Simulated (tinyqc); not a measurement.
Inside a calculation. Model: low-temperature mobility of a two-dimensional electron gas with static screening. Computed by tinyqc, a small Python program that keeps every step. Command: `OMP_NUM_THREADS=1 python tinyqc.py 3009557 3009558 out.jsonl twodeg walk`. One thread of a shared host (Intel(R) Xeon(R) Processor @ 2.30GHz), about 0.01 s of CPU time with the checks. Intermediate numbers are printed to about 6 digits and carried at full precision; extremes and crossings named in words are read from the listed rows.

One subband is filled, the gas is degenerate and scatters at the Fermi circle; one permittivity serves on both sides of the interface. All formulas are in SI units, masses times m_0. Piezoelectric and polar phonons are left out, and n_s is taken as set by a gate, independent of N_i.

Inputs (values chosen for the exercise, modelled on an InAs channel):
```
quantity                                        value    unit
in-plane mass m                                0.0293     m_0
mass across the layer m_z                      0.0299     m_0
permittivity eps                                   15       -
valley degeneracy g_v                               1       -
sheet density n_s                               1e+12  1/cm^2
depletion charge N_d                          6.2e+10  1/cm^2
roughness height Delta                           0.28      nm
correlation length Lambda                         3.8      nm
remote charge density N_i                     3.6e+11  1/cm^2
distance d of the charges from the interface       20      nm
density rho                                      5680  kg/m^3
sound velocity v_l                               4200     m/s
deformation potential D_A                         6.8      eV
temperature T                                      77       K
```

Wave function: Fang-Howard. Roughness spectrum: exponential.

Constants: m_0 = 9.1093837015e-31 kg; e = 1.602176634e-19 C; eps_0 = 8.8541878128e-12 F/m; hbar = 1.054571817e-34 J s; k_B = 1.380649e-23 J/K.

## Fermi circle, screening and layer thickness

k_F = sqrt(2 pi n_s/g_v); E_F = hbar^2 k_F^2/(2 m); q_TF = g_v m e^2/(2 pi eps eps_0 hbar^2); Fang-Howard parameter b = [12 m_z e^2 (N_d + 11 n_s/32)/(eps eps_0 hbar^2)]^(1/3), mean depth 3/b; effective field F = e (N_d + n_s/2)/(eps eps_0).

k_F = 0.250663 1/nm

E_F = 81.7025 meV

q_TF = 0.0738253 1/nm

b = 0.284583 1/nm

mean depth = 10.5417 nm

effective field F = 0.0677964 MV/cm

q_TF/(2 k_F) = 0.15: screening is weak for back-scattering. Caution: E_F exceeds 1.1 (hbar^2 e^2 F^2/2 m_z)^(1/3), of the order of the first subband spacing (1.75 times that in a triangular well, less with self-consistent band bending), so a second subband may fill.

## The integrands at a few angles

Form factors with u = q/b: screening G(q) = [1 + 9u/8 + 3u^2/8]/(1 + u)^3, remote charge P(q) = exp(-q d)/(1 + u)^3. Dielectric function eps(q) = 1 + q_TF G(q)/q, with q = 2 k_F sin(theta/2). Roughness: <|U|^2> = (e F)^2 S(q), S = pi Delta^2 Lambda^2/(1 + q^2 Lambda^2/2)^(3/2). Remote charges: <|U|^2> = N_i [e^2 P(q)/(2 eps eps_0 q)]^2. The last two columns are (m/(pi hbar^3)) <|U|^2>/eps(q)^2.

Integrands (1e9/(s rad)):
```
theta (degrees)  q (1/nm)         G   eps(q)  roughness  remote charges
5                0.021868  0.871843  3.94336     1.9448     8.75919e+03
15               0.065436  0.687154  1.77525     9.2149     3.80531e+02
30               0.129753  0.515477  1.29329    15.3011     5.05900e+00
60               0.250663  0.342967  1.10101    14.3079     3.19371e-03
90               0.354491  0.263427  1.05486    10.3712     9.43619e-06
135              0.463165  0.210819  1.03360     6.9923     2.90495e-08
180              0.501326  0.196831  1.02899     6.0800     4.03301e-09
```

## Interface roughness

1/tau_t = (m/(pi hbar^3)) int_0^pi (1 - cos theta) <|U|^2>/eps(q)^2 dtheta; the quantum rate 1/tau_q drops the factor (1 - cos theta); 200 Gauss-Legendre points in s with theta = pi s^2, s from 0 to 1; mu = e tau_t/m.

tau_t, roughness = 38.6974 ps

tau_q, roughness = 32.6810 ps

roughness mobility = 2.32292e+06 cm^2/(V s)

tau_t/tau_q, roughness = 1.18409

k_F Lambda = 0.95: the roughness is short against the Fermi wavelength and scatters through large angles.

## Remote charges

The formulas are those given above.

tau_t, charges = 137.449 ps

tau_q, charges = 0.416280 ps

remote-charge mobility = 8.25079e+06 cm^2/(V s)

tau_t/tau_q, charges = 330.184

With D = d + 3/b = 30.5 nm, k_F D = 7.66 and q_TF D = 2.25. When both are large, only small angles survive the factor exp(-2 q D) and tau_t/tau_q tends to (2 k_F D)^2, here 234; weak screening sharpens the forward peak, so the ratio is larger.

## Acoustic phonons

Unscreened deformation potential in equipartition: 1/tau = m D_A^2 k_B T I/(rho v_l^2 hbar^3), I = int |psi|^4 dz = 3 b/16 for the Fang-Howard function (used for both wave-function options); mu = e tau/m. Bloch-Grueneisen temperature T_BG = 2 hbar v_l k_F/k_B.

acoustic mobility = 3.92509e+06 cm^2/(V s)

T_BG = 16.0828 K

## All together

At the Fermi circle the rates add, so 1/mu is the sum; sheet resistance 1/(n_s e mu); mean free path hbar k_F mu/e; the quantum time adds the rates 1/tau_q, with the isotropic acoustic rate e/(m mu).

Mobilities:
```
process           mu (cm^2/(V s))  share of 1/mu (%)
roughness             2.32292e+06            53.3802
remote charges        8.25079e+06            15.0286
acoustic phonons      3.92509e+06            31.5912
```

mobility mu = 1.23998e+06 cm^2/(V s)

sheet resistance = 5.03355 ohm

mean free path = 20458.4 nm

Dingle ratio tau_t/tau_q = 50.5702

The largest single share of 1/mu (53 %) belongs to roughness: the field presses the gas against the interface, and the rate goes as F^2. The Dingle ratio of 50.6 marks small-angle scattering by a smooth potential.

Checks made by the program: angular integral against adaptive quadrature (relative difference below 1e-10).
